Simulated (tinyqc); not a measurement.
Changing the strip width w: square-lattice Ising model by mean field, Bethe lattice, transfer matrix, exact enumeration and Monte Carlo steps. Computed by tinyqc, a small Python program. Command: `OMP_NUM_THREADS=1 python tinyqc.py 3029332 3029333 out.jsonl ising sweep`. One thread of a shared host (Intel(R) Xeon(R) Processor @ 2.30GHz), about 0.07 s of CPU time with the checks.

H = -J sum over nearest pairs s_i s_j, s = +-1, no field, periodic boundaries; energies per site are in J. As a lattice gas or an alloy, s marks which species holds the site.

Inputs (values chosen for the exercise, for a model lattice): coupling J = 56.7 meV; temperature T = 1260 K.

Constants: k_B = 8.617333262e-05 eV/K.

Method:
- K = J/(k_B T). Onsager: k_B T_c/J = 2/ln(1 + sqrt 2); mean field: 4; Bethe lattice with z = 4: 2/ln 2.
- Strip of w sites, periodic across (for w = 2 the pair is joined by two bonds): T(s, s') = exp(K [sum_i s_i s'_i + (r(s) + r(s'))/2]), r(s) = sum_i s_i s_(i+1).
- With the eigenvalues l1 > l2: -f/(k_B T) = ln(l1)/w per site; xi = 1/ln(l1/l2) rows.

One run for each value:
```
strip width w  -f/(k_B T)  correlation length xi
2                  1.1283                  3.334
3                  1.0875                  6.581
4                  1.0751                 11.452
5                  1.0702                 18.551
6                  1.0679                 28.815
7                  1.0668                 43.596
8                  1.0661                 64.806
```

What does the table show, and why?

Over the rows, -f/(k_B T) falls from 1.13 to 1.07 (exponent d ln y / d ln x -0.091 between the first rows and -0.0045 between the last); correlation length xi rises from 3.33 to 64.8 (exponent d ln y / d ln x 1.7 between the first rows and 3.0 between the last). xi/w goes from 1.67 to 8.10: it grows with w, the mark of T below T_c. Where xi/w is the same for two widths lies the estimate of T_c.

Extremes, crossings and ranges named in words are read from the listed rows.
